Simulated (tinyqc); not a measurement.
MP2 on RHF in the sto-3g basis, for H3+, spin multiplicity 1, step by step. Computed by tinyqc, a small Python program that keeps every step (integrals from PySCF). Settings: charge = 1, multiplicity = 1, basis = sto-3g, method = RHF, energy threshold = 1e-10, iteration cap = 82, orthogonalisation = symmetric, start = core, DIIS depth = 6. Command: `OMP_NUM_THREADS=1 python tinyqc.py 29224 29225 out.jsonl` (the two numbers bound the seeds that draw the settings). One thread of a shared host (Intel(R) Xeon(R) Processor @ 2.60GHz), about 0.07 s of CPU time with the checks. Later iterations appear only in the table of the cycle.

## One-electron integrals

Geometry (angstrom):
```
atom        x        y        z
H     0.00000  0.00000  0.00000
H     0.00000  0.00000  0.87800
H     0.00000  0.83700  0.43900
```

Basis sto-3g: exponents (1/bohr^2) and contraction coefficients of normalised primitives:
```
element  l (shell)  exponent  coefficient
H            s (1)   3.42525      0.15433
H            s (1)   0.62391      0.53533
H            s (1)   0.16886      0.44463
```

Overlap, kinetic and nuclear-attraction integrals over the contracted functions; the nuclear repulsion is the sum of Za Zb / Rab.

nuclear repulsion = 1.7224932 hartree

overlap S, order 1H 1s, 2H 1s, 3H 1s:
$$\begin{pmatrix}
1.00000 & 0.57097 & 0.52936 \\
0.57097 & 1.00000 & 0.52936 \\
0.52936 & 0.52936 & 1.00000
\end{pmatrix}$$

kinetic energy T (hartree), order 1H 1s, 2H 1s, 3H 1s:
$$\begin{pmatrix}
0.76003 & 0.16295 & 0.13294 \\
0.16295 & 0.76003 & 0.13294 \\
0.13294 & 0.13294 & 0.76003
\end{pmatrix}$$

nuclear attraction V (hartree), order 1H 1s, 2H 1s, 3H 1s:
$$\begin{pmatrix}
-2.33798 & -1.29434 & -1.18476 \\
-1.29434 & -2.33798 & -1.18476 \\
-1.18476 & -1.18476 & -2.30371
\end{pmatrix}$$

core Hamiltonian H = T + V (hartree), order 1H 1s, 2H 1s, 3H 1s:
$$\begin{pmatrix}
-1.57795 & -1.13139 & -1.05182 \\
-1.13139 & -1.57795 & -1.05182 \\
-1.05182 & -1.05182 & -1.54368
\end{pmatrix}$$

## Two-electron integrals

Functions are numbered as in S; the eight-fold symmetry (ij|kl) = (ji|kl) = (kl|ij) leaves the list below.

Two-electron integrals (ij|kl) in chemists' order, unique and non-zero (hartree):
```
(11|11) 0.77461   (21|11) 0.36923   (21|21) 0.21530   (22|11) 0.51952
(22|21) 0.36923   (22|22) 0.77461   (31|11) 0.33539   (31|21) 0.17958
(31|22) 0.28021   (31|31) 0.18197   (32|11) 0.28021   (32|21) 0.17958
(32|22) 0.33539   (32|31) 0.16727   (32|32) 0.18197   (33|11) 0.49627
(33|21) 0.29356   (33|22) 0.49627   (33|31) 0.33539   (33|32) 0.33539
(33|33) 0.77461
```

## Orthogonalisation

S = U s U^T; symmetric (Loewdin) form X = U s^(-1/2) U^T, so that X^T S X = 1.

eigenvalues of S: [0.42903, 0.48427, 2.08671]

X, order 1H 1s, 2H 1s, 3H 1s:
$$\begin{pmatrix}
1.22933 & -0.29738 & -0.24602 \\
-0.29738 & 1.22933 & -0.24602 \\
-0.24602 & -0.24602 & 1.19731
\end{pmatrix}$$

## Starting guess

The start is the orbitals of the core Hamiltonian; D = 2 C_occ C_occ^T.

D at the start, order 1H 1s, 2H 1s, 3H 1s:
$$\begin{pmatrix}
0.34456 & 0.34456 & 0.30541 \\
0.34456 & 0.34456 & 0.30541 \\
0.30541 & 0.30541 & 0.27071
\end{pmatrix}$$

## Iteration 1: building the Fock matrix

J_ij = sum D_kl (ij|kl), K_ij = sum D_kl (ik|jl); F = H + J - 0.5 K; E = tr D H + tr D J / 2 - 0.25 tr D K + E_nn.

Coulomb J (hartree), order 1H 1s, 2H 1s, 3H 1s:
$$\begin{pmatrix}
1.21072 & 0.70167 & 0.63999 \\
0.70167 & 1.21072 & 0.63999 \\
0.63999 & 0.63999 & 1.16371
\end{pmatrix}$$

exchange K (hartree), order 1H 1s, 2H 1s, 3H 1s:
$$\begin{pmatrix}
0.95935 & 0.83377 & 0.77455 \\
0.83377 & 0.95935 & 0.77455 \\
0.77455 & 0.77455 & 0.86009
\end{pmatrix}$$

Fock matrix F (hartree), order 1H 1s, 2H 1s, 3H 1s:
$$\begin{pmatrix}
-0.84690 & -0.84660 & -0.79910 \\
-0.84660 & -0.84690 & -0.79910 \\
-0.79910 & -0.79910 & -0.81001
\end{pmatrix}$$

total energy of this density = -1.2437296 hartree

## Iteration 1: diagonalisation and new density

Diagonalise F' = X^T F X, C = X C', fill 1 alpha and 1 beta electrons from the bottom; D = 2 C_occ C_occ^T. Each column has its largest component positive (the first on a tie).

F' = X^T F X (hartree):
$$\begin{pmatrix}
-0.41837 & -0.41767 & -0.36151 \\
-0.41767 & -0.41837 & -0.36151 \\
-0.36151 & -0.36151 & -0.42465
\end{pmatrix}$$

orbital energies (hartree): MO1 -1.18142, MO2 -0.07926, MO3 -0.00070

coefficients C, order 1H 1s, 2H 1s, 3H 1s:
$$\begin{pmatrix}
0.40833 & -0.57276 & 1.07955 \\
0.40833 & -0.57276 & -1.07955 \\
0.38194 & 1.18690 & 0.00000
\end{pmatrix}$$

D after iteration 1, order 1H 1s, 2H 1s, 3H 1s:
$$\begin{pmatrix}
0.33347 & 0.33347 & 0.31192 \\
0.33347 & 0.33347 & 0.31192 \\
0.31192 & 0.31192 & 0.29176
\end{pmatrix}$$

## Iteration 4 (converged): orbitals

converged F (hartree), order 1H 1s, 2H 1s, 3H 1s:
$$\begin{pmatrix}
-0.84662 & -0.84508 & -0.80029 \\
-0.84508 & -0.84662 & -0.80029 \\
-0.80029 & -0.80029 & -0.81131
\end{pmatrix}$$

As before.

F' = X^T F X (hartree):
$$\begin{pmatrix}
-0.41856 & -0.41498 & -0.36301 \\
-0.41498 & -0.41856 & -0.36301 \\
-0.36301 & -0.36301 & -0.42488
\end{pmatrix}$$

orbital energies (hartree): MO1 -1.18175, MO2 -0.07666, MO3 -0.00358

coefficients C, order 1H 1s, 2H 1s, 3H 1s:
$$\begin{pmatrix}
0.40726 & -0.57352 & 1.07955 \\
0.40726 & -0.57352 & -1.07955 \\
0.38416 & 1.18619 & 0.00000
\end{pmatrix}$$

D after iteration 4, order 1H 1s, 2H 1s, 3H 1s:
$$\begin{pmatrix}
0.33173 & 0.33173 & 0.31291 \\
0.33173 & 0.33173 & 0.31291 \\
0.31291 & 0.31291 & 0.29516
\end{pmatrix}$$

## Convergence

Stop when the energy changes by less than 1e-10 hartree and every element of the error matrix X^T (F D S - S D F) X is below 3e-06.

Course of the cycle:
```
iteration  E (hartree)     change  largest element of the error matrix
1           -1.2437296          -                             1.84e-02
2           -1.2440794  -3.50e-04                             2.52e-03
3           -1.2440860  -6.66e-06                             4.74e-06
4           -1.2440860  -1.94e-11                             2.00e-06
```

PySCF RHF in the same basis = -1.2440860 hartree

Converged in 4 iterations.

## Populations, bond orders and dipole

Mulliken: Z minus the diagonal of D S on the atom; Loewdin: the same with S^(1/2) D S^(1/2); Mayer order: 2 sum_s sum (D(s) S)_ij (D(s) S)_ji over the two atoms.

Charges (e):
```
atom  Mulliken  Loewdin
1H     0.31322  0.31510
2H     0.31322  0.31510
3H     0.37356  0.36979
```

Mayer bond orders:
```
pair    order
2-1   0.47167
3-1   0.43023
3-2   0.43023
```

dipole moment about the origin, x y z (debye): [0.00000, 1.50181, 2.10861]

## Integrals over molecular orbitals

(pq|rs) = sum C_ip C_jq C_kr C_ls (ij|kl), one index at a time.

one-electron integrals over orbitals h = C^T H C (hartree):
$$\begin{pmatrix}
-1.78482 & 0.00947 & 0.00000 \\
0.00947 & -1.09215 & 0.00000 \\
0.00000 & 0.00000 & -1.04086
\end{pmatrix}$$

Two-electron integrals over orbitals (pq|rs), unique and non-zero (hartree):
```
(11|11) 0.60307    (21|11) -0.00947   (21|21) 0.14348    (22|11) 0.57948
(22|21) 0.09277    (22|22) 0.66825    (31|31) 0.14392    (32|31) -0.08948
(32|32) 0.06878    (33|11) 0.59060    (33|21) -0.09776   (33|22) 0.51358
(33|33) 0.67321
```

## Second-order Moller-Plesset energy

Hartree-Fock energy = -1.2440860 hartree

E2 = sum_ijab (ia|jb) [2 (ia|jb) - (ib|ja)] / (e_i + e_j - e_a - e_b) over occupied i, j and virtual a, b; the opposite-spin part is (ia|jb)^2 / denominator, the rest is same-spin, and SCS-MP2 scales them by 6/5 and 1/3.

Terms:
```
i  j  a  b  (ia|jb)  (ib|ja)  denominator      term
1  1  2  2  0.14348  0.14348     -2.21019  -0.00931
1  1  3  3  0.14392  0.14392     -2.35634  -0.00879
```

Pair energies (hartree; pair i-j sums ij and ji):
```
pair  opposite spin  same spin
1-1        -0.01810    0.00000
```

MP2 correlation energy = -0.0181041 hartree

SCS-MP2 correlation energy = -0.0217249 hartree

MP2 total energy = -1.2621901 hartree
